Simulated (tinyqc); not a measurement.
Scattering of inversion-layer electrons by surface optical phonons of the gate insulator (remote phonon scattering): one step, computed by the program tinyqc.

One subband with the Fang-Howard envelope; insulator and channel are half-spaces, the gate is far away, and an interlayer only moves the polar surface away by t (its own modes and its permittivity contrast are left out).

Problem. Surface modes and strengths. eps(w) = eps_inf + (eps_0s - eps_i) w1^2/(w1^2 - w^2) + (eps_i - eps_inf) w2^2/(w2^2 - w^2). Surface modes solve eps(w) + eps_s = 0, a quadratic in w^2; the strength of a mode is g = 2/(w d eps/dw). Occupation N = 1/(exp(hbar w/(k_B T)) - 1).

Inputs (values chosen for the exercise, modelled on Al2O3 on In0.53Ga0.47As): static constant of the insulator eps_0s = 12.8; intermediate constant eps_i = 7.41; optical constant eps_inf = 3.22; hbar omega_TO1 = 47.3 meV; hbar omega_TO2 = 72.2 meV; constant of the channel eps_s = 13.9; temperature T = 200 K.

Constants: k_B = 8.617333262e-05 eV/K.

Give: hbar omega_SO; strengths g; occupations N; hbar omega g (2 N + 1).

Solution.

hbar omega_SO (meV): 1 52.00, 2 82.01

strengths g: 1 0.00629, 2 0.01467

occupations N: 1 0.05145, 2 0.00865

hbar omega g (2 N + 1) (meV): 1 0.361, 2 1.224

The lower mode has the larger hbar omega g N, the prefactor of absorption before the dependence on q: 0.0168 and 0.0104 meV.
